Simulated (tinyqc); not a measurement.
Single-junction solar cell, detailed-balance limit: one step of the calculation.

Every photon above the gap Eg makes one pair and none below is absorbed; carriers thermalise at T and move without loss. Jsc = q fs X Phi(Eg, Ts); the dark current is J0 = q ge Phi(Eg, T)/ERE with the Boltzmann factor exp(V/Vt). The efficiency is the electrical power over fs X sigma Ts^4.

Problem. Maximum power point by Newton steps. With v = V/Vt the power is largest where f = (1 + v) exp(v) - 1 - Jsc/J0 vanishes; f' = (2 + v) exp(v), v(new) = v - f/f'.

v after iteration 1 = 52.076385
Jsc = 7.7527162 mA/cm^2
J0 = 7.1339603e-23 mA/cm^2

Find: f; f'; v after iteration 2.

Solution.

f = 2.0861e24
f' = 2.2361e24
v after iteration 2 = 51.143

tinyqc, about 0.01 s, one thread, Intel Xeon 2.30GHz (shared host): `OMP_NUM_THREADS=1 python tinyqc.py 2820043 2820044 out.jsonl`
